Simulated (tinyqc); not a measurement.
# Six-transistor SRAM cell, nodal equations and margins: effects of single changes

Two cross-coupled inverters (pull-down bn, pull-up bp) hold the nodes Q and QB; access transistors (ba, threshold VTn, gate on the word line at Vdd when selected) join them to the bit lines. Transistor (EKV form, voltages against the body): I = 2 n b Vt^2 [F(vp - Vs) - F(vp - Vd)] from drain to source, F(v) = ln^2(1 + exp(v/(2 Vt))), vp = (Vg - VT + sg |Vd - Vs|)/n. n-channel bodies are at 0; for the p-channel device all voltages are counted down from Vdd. b in uA/V^2 gives I in uA. For an access transistor the bit line is the drain and the node the source. In a read both bit lines are at Vdd. The cell is symmetric (no mismatch).

Parameters, values chosen for the exercise: temperature T = 400 K; supply voltage Vdd = 0.6 V; slope factor n = 1.21; drain-induced barrier lowering sg = 0.028; n-channel threshold VTn = 0.27 V; p-channel threshold (magnitude) VTp = 0.35 V; gain factor of the pull-down transistor bn = 600 uA/V^2; gain factor of the access transistor ba = 600 uA/V^2; gain factor of the pull-up transistor bp = 320 uA/V^2.

Constants: q = 1.602176634e-19 C, kB = 1.380649e-23 J/K, Vt = kB T/q. Results are converted to the units shown.

Each table varies one quantity; the others keep the values above.

## Effect of the gain factor of the access transistor

f(x) is the node voltage of one half-cell for input x: In = Ip in hold, In = Ip + Ia in a read. Static noise margin: side of the largest square between the curve (x, f(x)) and its mirror image (f(y), y); with h(c) the root x of f(x) - x = c, it is the maximum over c > 0 of h(c) - h(-c) + c. Q is the low node in a read and Iread the current of its access transistor. The write trip is the voltage to which the bit line of the high node must fall (the other staying at Vdd) for that state to vanish; higher is easier, and a negative value means that a grounded bit line does not write.

The same in every row: hold margin (mV) = 221.1.

Effect of the gain factor of the access transistor:
```
ba (uA/V^2)	read margin (mV)	Q in a read (mV)	Iread (uA)	write trip (mV)
150	145.3	32.24	5.917	52.06
210	132.3	42.46	7.636	102.6
290	119.2	54.42	9.550	144.7
400	105.6	68.45	11.66	181.8
560	90.98	85.19	13.98	216.7
780	76.39	103.4	16.27	248.1
```

As ba goes from 150 to 780 uA/V^2, the read margin falls from 145 to 76.4 mV, the write trip rises from 52.1 to 248 mV and Iread rises from 5.92 to 16.3 uA. The read margin is 0.66 of the hold margin in the first row and 0.35 in the last. Read stability and write ability pull in opposite directions. For ba = 560 to 780 uA/V^2 the read margin is under 100 mV, which threshold mismatch, left out here, can use up in a large array.

## Effect of the n-channel threshold

Same model as above.

Effect of the n-channel threshold:
```
VTn (V)	hold margin (mV)	read margin (mV)	Q in a read (mV)	Iread (uA)	write trip (mV)
0.2	191.9	52.58	104.9	20.79	293.3
0.26	217.3	83.30	91.03	15.31	232.7
0.32	237.2	109.2	78.38	10.63	178.3
0.38	246.9	130.8	66.77	6.861	126.2
0.44	242.6	149.7	56.48	4.019	75.40
0.5	225.5	165.8	47.90	2.072	25.59
```

As VTn goes from 0.2 to 0.5 V, the read margin rises from 52.6 to 166 mV, the write trip falls from 293 to 25.6 mV and Iread falls from 20.8 to 2.07 uA. The read margin is 0.27 of the hold margin in the first row and 0.74 in the last. Read stability and write ability pull in opposite directions. For VTn = 0.2 to 0.26 V the read margin is under 100 mV, which threshold mismatch, left out here, can use up in a large array.

Program tinyqc, `OMP_NUM_THREADS=1 python tinyqc.py 2340101 2340102 out.jsonl`; Intel Xeon 2.30GHz, shared host, one thread, about 0.2 s.
